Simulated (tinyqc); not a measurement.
What moves the results: k.p theory built from an empirical-pseudopotential calculation at Gamma. A value that a table varies takes the place of the one given here.

Empirical pseudopotential on the fcc lattice, atoms at +/- tau, tau = a (1,1,1)/8, no spin-orbit coupling. H(G,G') = c (2 pi/a)^2 |k + G|^2 delta + VS(q) cos(q.tau) + i VA(q) sin(q.tau), q = G - G', c = hbar^2/2m0; k and G in units of 2 pi/a; VS at |q|^2 = 3, 8, 11 and VA at 3, 4, 11, in rydberg, zero elsewhere. The basis is fixed: all 89 G with |G|^2 up to Gcut. Energies are counted from the fourth level at Gamma.

k.p in the lowest n states at Gamma: H_nm = (E_n + c k^2) delta + 2 c k.<n|G|m>, k in 1/angstrom; with all states of the basis it is exact.

Empirical pseudopotential on the fcc lattice, atoms at +/- tau, tau = a (1,1,1)/8, no spin-orbit coupling. H(G,G') = c (2 pi/a)^2 |k + G|^2 delta + VS(q) cos(q.tau) + i VA(q) sin(q.tau), q = G - G', c = hbar^2/2m0; k and G in units of 2 pi/a; VS at |q|^2 = 3, 8, 11 and VA at 3, 4, 11, in rydberg, zero elsewhere. The basis holds all G with |G|^2 up to a cut-off. Energies are counted from the fourth level at Gamma.

For a multiplet A of d_A states, W(B) = (4 c/(3 d_A)) sum over n in A, m in B and i = x, y, z of |<n|G_i|m>|^2 (G in 1/angstrom, <n|G_i|m> = sum_G c_n(G)* G_i c_m(G)); the mean inverse mass of A is 1 + sum_B W(B)/(E_A - E_B). Multiplets with W = 0 are left out.

Valence parameters: D(u) = c + 4 c^2 sum_m <n|u.G|m><m|u.G|n'>/(0 - E_m) on the valence triplet, in units of c, has eigenvalues L, M, M along [100] and (L + 2M + 2N)/3, (L + 2M - N)/3 twice along [111]; g1 = -(L + 2M)/3, g2 = -(L - M)/6, g3 = -N/6.

Constants: hbar^2/2m0 = 3.80998211 eV angstrom^2; Ry = 13.60569312 eV.

Inputs chosen for the exercise (near those of Si; shifted at random, so the results belong to these values and not to a real crystal): a = 5.441 angstrom (lattice constant); VS = (-0.212, 0.04, 0.081) Ry (symmetric form factors); VA = (0, 0, 0) Ry (antisymmetric form factors); Gcut = 19 (2 pi/a)^2 (largest |G|^2 of the fixed basis); VS3 = -0.212 Ry; VS8 = 0.04 Ry; VS11 = 0.081 Ry; VA3 = 0 Ry; VA4 = 0 Ry; VA11 = 0 Ry.

## How many bands a k.p model needs: band 5 from Gamma to X

Band 5 (counted from below) at k = f (1, 0, 0) 2 pi/a; n ends on whole multiplets.

Energies (eV):

| f | n = 8 | n = 15 | n = 27 | n = 89 (exact) |
|---|---|---|---|---|
| 0.000 | 3.449 | 3.449 | 3.449 | 3.449 |
| 0.125 | 3.537 | 3.201 | 3.198 | 3.197 |
| 0.250 | 3.801 | 2.660 | 2.649 | 2.646 |
| 0.375 | 4.242 | 2.083 | 2.061 | 2.055 |
| 0.500 | 4.858 | 1.591 | 1.555 | 1.544 |
| 0.625 | 5.650 | 1.234 | 1.181 | 1.163 |
| 0.750 | 6.616 | 1.039 | 0.964 | 0.936 |
| 0.875 | 7.757 | 1.022 | 0.918 | 0.881 |
| 1.000 | 9.072 | 1.194 | 1.058 | 1.009 |

What can be read from the table?

With n = 8 the band stays within 0.05 eV of the exact one at Gamma only (error at X: +8.063 eV). With n = 15 the band stays within 0.05 eV of the exact one up to f = 0.500 (error at X: +0.185 eV). With n = 27 the band stays within 0.05 eV of the exact one over the whole line (error at X: +0.048 eV). A smaller basis can only raise a level. The exact band has its minimum on these points at f = 0.875; n = 8 puts it at f = 0.000.

## Convergence with the plane-wave basis

E_s is the lowest empty singlet, Ep its W to the valence triplet, m its mass.

Results:

| cut-off | plane waves | E_s (eV) | Ep (eV) | m (m0) | g1 | g2 | g3 |
|---|---|---|---|---|---|---|---|
| 8 | 27 | 3.918 | 21.39 | 0.1554 | 4.32 | 0.42 | 1.52 |
| 11 | 51 | 4.005 | 21.24 | 0.1593 | 4.22 | 0.47 | 1.44 |
| 12 | 59 | 3.978 | 21.23 | 0.1585 | 4.36 | 0.44 | 1.48 |
| 16 | 65 | 3.978 | 21.23 | 0.1585 | 4.40 | 0.43 | 1.49 |
| 19 | 89 | 3.958 | 21.29 | 0.1575 | 4.38 | 0.45 | 1.48 |
| 20 | 113 | 3.924 | 21.34 | 0.1561 | 4.37 | 0.46 | 1.49 |
| 24 | 137 | 3.927 | 21.35 | 0.1561 | 4.38 | 0.46 | 1.49 |

How do the results move?

Against the last row, E_s errs most, by +0.078 eV, at cut-off 11, and by -0.003 eV in the last row but one. Ep varies by 0.8 % over the table and m by 2.5 %: the mass, near E_s/Ep, inherits the errors of both. Local form factors fix the converged values only roughly. The gap is a difference of two levels, so it need not converge steadily, and here it does not.

## What each form factor does (empirical-pseudopotential levels)

Lowest empty singlet and triplet at Gamma and the valence width there (fixed basis); lowest empty level at X = (1,0,0) and L = (1/2,1/2,1/2) from the valence top, these levels and that top with all |k + G|^2 up to 21. Singlet and triplet count orbital degeneracy. VS3 is VS at |q|^2 = 3, and so on. The row for a keeps the form factors fixed, so it is no model of a real expansion, which changes them too. Each row changes one parameter from the base and keeps the others.

Results:

| case | singlet (eV) | triplet (eV) | X (eV) | L (eV) | width (eV) |
|---|---|---|---|---|---|
| base | 3.958 | 3.449 | 1.032 | 1.941 | 12.608 |
| a = 5.495 angstrom | 3.972 | 3.474 | 1.161 | 2.013 | 12.305 |
| VS3 = -0.222 Ry | 3.893 | 3.593 | 1.275 | 2.038 | 12.554 |
| VS8 = 0.03 Ry | 3.471 | 3.504 | 0.945 | 1.708 | 12.687 |
| VS11 = 0.071 Ry | 3.451 | 3.218 | 0.768 | 1.614 | 12.782 |
| VA3 = 0.03 Ry | 3.992 | 3.470 | 0.771 | 1.935 | 12.611 |
| VA4 = 0.03 Ry | 3.825 | 3.529 | 0.588 | 1.983 | 12.599 |
| VA11 = 0.03 Ry | 3.814 | 3.410 | 0.746 | 1.882 | 12.622 |

What can be read from the table?

The largest shifts from the base row, up to three for each result and ties (the steps differ in size, so this ranks the rows, not the parameters). singlet (eV): VS11 -0.507, VS8 -0.487, VA11 -0.144. triplet (eV): VS11 -0.231, VS3 +0.144, VA4 +0.081. X (eV): VA4 -0.445, VA11 -0.286, VS11 -0.264. L (eV): VS11 -0.327, VS8 -0.233, VS3 +0.097. width (eV): a -0.303, VS11 +0.174, VS8 +0.079. In a diamond crystal a small VA enters the levels at Gamma and L only in second order, by symmetry, but splits the degenerate pair at X in first order.

Computed by tinyqc, a small Python program: `OMP_NUM_THREADS=1 python tinyqc.py 1080784 1080785 out.jsonl` (the numbers bound the seed that draws the inputs); one thread of a shared host (Intel(R) Xeon(R) Processor @ 2.30GHz), about 0.5 s for the whole set of steps.
